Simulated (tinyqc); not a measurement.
Linear model of a band gap against the share of exact exchange: sweeps and comparisons. A value that a table varies takes the place of the one given here.

E(alpha) = E0 + S alpha. A wider gap screens less, modelled in the Penn form eps(alpha) = 1 + (e0 - 1)(EP/(EP + S alpha))^2 with a scale EP chosen for the exercise. A dielectric-dependent hybrid takes alpha = 1/eps.

Parameters, chosen for this exercise (of the order of those of InP; not measured data): E0 = 0.66 eV (gap of the semi-local functional); S = 5.2 eV (slope dE/d(alpha)); e0 = 10.37 (optical dielectric constant at alpha = 0); EP = 10.9 eV (energy scale of the screening); Et = 1.4 eV (target gap).

## Sweep of alpha

Also the exciton scale relative to alpha = 0, (m/m(0))(eps(0)/eps)^2, with a mass proportional to E + D, D = E0/2 + 0.3 eV, a k.p rule for direct gaps only.

Results:
```
alpha  E (eV)     eps  alpha eps  exciton scale
0.00    0.660  10.370      0.000           1.00
0.05    0.920   9.938      0.497           1.31
0.10    1.180   9.536      0.954           1.66
0.15    1.440   9.160      1.374           2.06
0.20    1.700   8.809      1.762           2.50
0.25    1.960   8.480      2.120           3.00
0.35    2.480   7.880      2.758           4.17
0.50    3.260   7.108      3.554           6.42
```

How do the results move?

alpha eps reaches 1 between alpha = 0.1 and 0.15 (fixed point 0.105), and the target gap is met between 0.1 and 0.15. At the fixed point the gap is 1.21 eV, -0.19 eV from the target. From 0 to 0.25 the gap grows by 1.30 eV while eps falls by 18 %; the exciton scale, which takes both, grows by a factor of 3.00.

## What each parameter does

Fixed point alpha = 1/eps(alpha), gap and eps there. Each row changes one parameter from the base and keeps the others.

Results:
```
case            alpha  E (eV)     eps
base           0.1053   1.208   9.495
E0 = 0.726 eV  0.1053   1.274   9.495
S = 4.68 eV    0.1043   1.148   9.584
e0 = 11.407    0.0950   1.154  10.524
EP = 9.81 eV   0.1064   1.213   9.396
```

How do the results move?

The largest shifts from the base row, up to three for each result and ties (the steps differ in size, so this ranks the rows, not the parameters). alpha: e0 -0.0103, EP +0.0011, S -0.0010; unchanged at the printed digits by E0. E (eV): E0 +0.066, S -0.059, e0 -0.054. eps: e0 +1.029, EP -0.099, S +0.089; unchanged at the printed digits by E0.

tinyqc: `OMP_NUM_THREADS=1 python tinyqc.py 1880162 1880163 out.jsonl`; about 0.01 s, one thread, shared Intel(R) Xeon(R) Processor @ 2.30GHz.
